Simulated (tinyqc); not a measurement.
Competing polymorphs of an oxide film: bulk, surface, grain-boundary, dopant and field terms: one step, computed by the program tinyqc.

Phases: monoclinic m (reference), polar orthorhombic o, tetragonal t. Free energies per formula unit (f.u.); 1 J/m^2 x angstrom^3/nm = 6.241509 meV.

Problem. A field. The polar phase gains -P E Omega (1 microcoulomb/cm^2 x MV/cm x angstrom^3 = 0.006241509 meV); the dielectric term -(1/2) eps_0 (eps - 1) E^2 Omega is left out. Where t lies below o, o is reached at E_up = [G(o) - G(t)]/(P Omega), else 0.

Inputs (values chosen for the exercise, for a model oxide):
```
quantity                       value               unit
volume per formula unit Omega   34.9         angstrom^3
temperature T                    900                  K
polarisation of o                 48  microcoulomb/cm^2
field E                          2.3              MV/cm
```

G(t) - G(o) = -16.40039 meV/f.u.

Give: gain P E Omega; G(t) - G(o) in the field; crossing field E_up.

Solution.

gain P E Omega = 24.05 meV/f.u.

G(t) - G(o) in the field = 7.648 meV/f.u.

crossing field E_up = 1.569 MV/cm

Caution: this is an equilibrium ranking; real films often keep the phase that nucleates first on cooling from t.
